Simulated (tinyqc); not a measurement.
# Self-heating of a transistor with one or more fingers, with temperature-dependent conductivity, step by step

A worked calculation. Computed by tinyqc, a small Python program that keeps every step. Command: `OMP_NUM_THREADS=1 python tinyqc.py 3012422 3012423 out.jsonl selfheat walk`. One thread of a shared host (Intel(R) Xeon(R) Processor @ 2.30GHz), about 0.06 s of CPU time with the checks. Intermediate numbers are printed to about 6 digits and carried at full precision; extremes and crossings named in words are read from the listed rows.

N long parallel fingers lie on the top face of a slab whose bottom is held at T_0; the top is otherwise insulated, and heat flows in two dimensions. P in W/mm is 1000 P in W/m.

Inputs (values chosen for the exercise, modelled on diamond):
```
quantity,value,unit
conductivity at the base temperature kappa_0,1940,W/(m K)
exponent m in kappa ~ T^-m,1.26,-
base temperature T_0,300,K
power per gate width P,2.1,W/mm
fingers N,3,-
finger pitch s,38,micrometre
width of the heat source w,0.18,micrometre
substrate thickness t,200,micrometre
phonon free path Lambda,510,nm
heat capacity C,1.74,1e6 J/(m^3 K)
pulse length,0.14,microsecond
power coefficient beta,2.3,1e-3/K
```

Power: power rises with temperature.

## Geometry factors

A line source of power P on the top face raises the top at distance x by (P/(pi kappa_0)) g(x), g(x) = -ln tanh(pi x/(4 t)) (the image sum for the slab). On a strip of width w the centre sees the mean of g over the strip, g_0 = 1 + ln(8 t/(pi w)) for w much below t.

own factor g_0 = 8.94783

g(j s), j = 1..7: [1.90968, 1.23824, 0.86753, 0.62578, 0.45755, 0.33683, 0.24886]

## Linear temperature rise of each finger

theta_i = (P/(pi kappa_0)) [g_0 + sum over j != i of g(|i - j| s)], with equal powers and constant conductivity; thermal resistance = largest theta/P.

theta of each finger (K): [4.16774, 4.39909, 4.16774]

largest theta = 4.39909 K

thermal resistance = 2.09481 K mm/W

The neighbours supply 30 % of the rise of the hottest finger, which runs 0.2 K above the outer ones. Caution: the source is narrower than two phonon free paths, so the Fourier result understates the rise at the source.

## Correction for the falling conductivity

Kirchhoff transformation for kappa = kappa_0 (T/T_0)^-m: T = T_0 [1 - (m - 1) theta/T_0]^(-1/(m - 1)), where theta is the linear rise. The bracket vanishes at the power P T_0/((m - 1) theta).

peak temperature = 304.440 K

true rise = 4.44003 K

true rise / linear rise = 1.00931

power at which the formula diverges = 550.813 W/mm

The falling conductivity adds 0.9 % to the rise.

## Extra rise from ballistic phonons

Near a source smaller than the free path, Fourier's law overstates the flow. Rough estimate: a strip that emits phonons into a half space adds a resistance times area of 4 Lambda/(3 kappa_0), from the ballistic flux C v Delta T/4 with kappa_0 = C v Lambda/3, so Delta T_b = 4 Lambda P/(3 kappa_0 w); Knudsen number Lambda/w.

Knudsen number = 2.83333

ballistic rise Delta T_b = 4.08935 K

Delta T_b / largest theta = 0.929589

The ballistic term is a large share: this rough estimate calls for a transport calculation.

## Electrothermal feedback

The power follows P [1 + beta (T - T_0)] with T the peak temperature, for all fingers alike. Start at T_0 and repeat; stop when T changes by less than 1e-6 K, after 50 steps, or when the bracket falls below 0.05.

Iterations:
```
step,power (W/mm),T (K),change (K)
1,2.10000,304.440,4.44003e+00
2,2.12145,304.486,4.57675e-02
3,2.12167,304.486,4.71814e-04
4,2.12167,304.486,4.86389e-06
5,2.12167,304.486,5.01414e-08
```

converged (1 yes, 0 no) = 1

peak temperature with feedback = 304.486 K

Converged in 5 steps; feedback adds 0.0 K.

## Rise at the end of a pulse

After switching on, theta(tau) = (P D/kappa_0) int_0^tau X(u) Z(u) du at the hottest finger, D = kappa_0/C; X = sum over fingers at distance x of [erf((x + w/2)/r) - erf((x - w/2)/r)]/(2 w), Z = sum_(j=-200..200) (-1)^j exp(-(2 j t/r)^2)/sqrt(pi D u), r = 2 sqrt(D u); trapezoid rule on 300 points evenly spaced in ln u from u_0 = 1e-3 min(tau, w^2/D) to tau, plus the exact piece 2 sqrt(u_0/(pi D))/w below u_0. Conductivity and power are held at their base values here, and Fourier's law is used even where the diffusion length is near a phonon free path.

diffusivity D = 1114.94 micrometre^2/microsecond

diffusion length sqrt(D tau) = 12.4937 micrometre

linear rise after the pulse = 2.1948 K

share of the steady rise = 0.4989

## Rise against time

The formulas are those given above.

Heating curve:
```
time (microsecond),sqrt(D time) (micrometre),rise (K),share of the steady rise
3.60e-05,0.200345,0.76256,0.1733
3.60e-04,0.633545,1.1567,0.2629
0.0036,2.00345,1.5531,0.353
0.036,6.33545,1.9498,0.4432
0.36,20.0345,2.4362,0.5538
1.8,44.7984,3.0752,0.6991
7.2,89.5968,3.7466,0.8517
22,156.617,4.2307,0.9617
54,245.371,4.3858,0.997
```

Half the steady rise is reached between 0.036 and 0.36 microseconds, and the last row holds 99.7 % of it; the slowest time constant is 4 t^2/(pi^2 D) = 14.5 microseconds. While the diffusion length lies between w and the pitch or thickness, the rise grows as the logarithm of time; once it nears the pitch of 38 micrometre the neighbours add their heat.

Checks made by the program: g(s) against the alternating image sum (relative difference 7e-07); Kirchhoff integral of kappa/kappa_0 from T_0 to T (relative difference below 1e-10); long-time limit against the steady rise (relative difference 2e-05).
